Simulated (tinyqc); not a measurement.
Avalanche multiplication and breakdown of a junction from ionisation integrals. From specific on-resistance back to doping N of the lightly doped side. Computed by tinyqc, a small Python program. Command: `OMP_NUM_THREADS=1 python tinyqc.py 3005460 3005461 out.jsonl impact inv`. One thread of a shared host (Intel(R) Xeon(R) Processor @ 2.30GHz), about 0.05 s of CPU time with the checks.

Ionisation coefficients follow the local field. Position x runs through the depletion layer from the p side (x = 0), where electrons enter, to the n side (x = w), where holes enter. The built-in voltage is neglected.

Inputs (values chosen for the exercise, modelled on germanium):
```
quantity                    value        unit
electron prefactor a_n   1.68e+07        1/cm
electron field b_n       1.59e+06        V/cm
hole prefactor a_p       1.06e+07        1/cm
hole field b_p           1.26e+06        V/cm
exponent c                      1           -
permittivity eps               16           -
drift-layer mobility mu      2000  cm^2/(V s)
```

Junction: one-sided abrupt n+p.

Constants: e = 1.602176634e-19 C; eps_0 = 8.8541878128e-12 F/m.

Method:
- alpha_n = a_n exp(-(b_n/F)^c), alpha_p = a_p exp(-(b_p/F)^c).
- Field F = F_m (1 - s), w = eps eps_0 F_m/(e N), V = F_m w/2, with s = 1 - x/w (the peak lies at the n+ side).
- With Phi(x) = int_0^x (alpha_n - alpha_p) dx': 1 - 1/M_n = I_n = int_0^w alpha_n exp(-Phi) dx and M_p = M_n exp(-Phi(w)); trapezoid rule on 401 even points; breakdown at I_n = 1.
- Solve I_n(F_m) = 1.
- R_on = w/(e mu N) with w the width at breakdown; figure of merit V_B^2/R_on; for a triangular field it equals eps eps_0 mu F_m^3/4.

Task: A run gave the result below. Find the doping N of the lightly doped side, known to lie between 4.5e+15 and 1.4e+16 1/cm^3.

specific on-resistance = 0.1240377 milliohm cm^2

Result:

Each step takes the trial c = (a f_b - b f_a)/(f_b - f_a), f being the result less the target and a, b, c the logarithms of the listed values; c replaces end b, the old b replaces a if the sign of f changed, and otherwise f_a is halved.

Scan of the range:
```
doping N of the lightly doped side (1/cm^3)  specific on-resistance (milliohm cm^2)
4.50e+15                                                                   0.293377
5.44e+15                                                                   0.205456
6.57e+15                                                                   0.144206
7.94e+15                                                                   0.101133
9.59e+15                                                                   0.071037
1.16e+16                                                                   0.049782
1.40e+16                                                                   0.035050
```

False position (Illinois rule, in the logarithm of the input) inside the bracket:
```
step        end a        end b        trial  specific on-resistance (milliohm cm^2)
1     6.57000e+15  7.94000e+15  7.17927e+15                                0.122126
2     6.57000e+15  7.17927e+15  7.07853e+15                                0.125403
3     7.17927e+15  7.07853e+15  7.12032e+15                                0.124027
4     7.07853e+15  7.12032e+15  7.12000e+15                                0.124038
5     7.07853e+15  7.12000e+15  7.12000e+15                                0.124038
6     7.12000e+15  7.12000e+15  7.12000e+15                                0.124038
```

Specific on-resistance falls at every point of a 13-point scan of the range (every second point is shown), so one value fits; it is bracketed by 6.57e15 and 7.94e15. Answer: doping N of the lightly doped side = 7.120e15 1/cm^3.
